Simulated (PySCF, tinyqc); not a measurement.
Inside a calculation. Method: RKS/exchange-only LDA in the sto-3g basis, for H6, spin multiplicity 1. The lowest restricted solution is unstable here: a spin-polarised one lies 0.0002 hartree lower (PySCF). One step of it, computed by the program tinyqc.

Task: Orthogonalisation. S = U s U^T; canonical form X = U s^(-1/2), so that X^T S X = 1. Each column of U has its largest component positive (the first on a tie).

overlap S:
```
          1H 1s     2H 1s     3H 1s     4H 1s     5H 1s     6H 1s
1H 1s  1.000000  0.349688  0.052277  0.003323  0.000129  0.000002
2H 1s  0.349688  1.000000  0.390058  0.052277  0.004063  0.000129
3H 1s  0.052277  0.390058  1.000000  0.349688  0.052277  0.003323
4H 1s  0.003323  0.052277  0.349688  1.000000  0.390058  0.052277
5H 1s  0.000129  0.004063  0.052277  0.390058  1.000000  0.349688
6H 1s  0.000002  0.000129  0.003323  0.052277  0.349688  1.000000
```

Give: eigenvalues of S; X.

Result:

eigenvalues of S: 0.4014  0.5393  0.7973  1.0751  1.4475  1.7393

X:
```
             1        2        3        4        5       6
1H 1s   0.3192  -0.5109   0.5908   0.5302   0.3534  0.1810
2H 1s  -0.6640   0.7307  -0.2800   0.1761   0.4242  0.3206
3H 1s   0.8383  -0.3638  -0.4468  -0.3910   0.2014  0.3898
4H 1s  -0.8383  -0.3638   0.4468  -0.3910  -0.2014  0.3898
5H 1s   0.6640   0.7307   0.2800   0.1761  -0.4242  0.3206
6H 1s  -0.3192  -0.5109  -0.5908   0.5302  -0.3534  0.1810
```
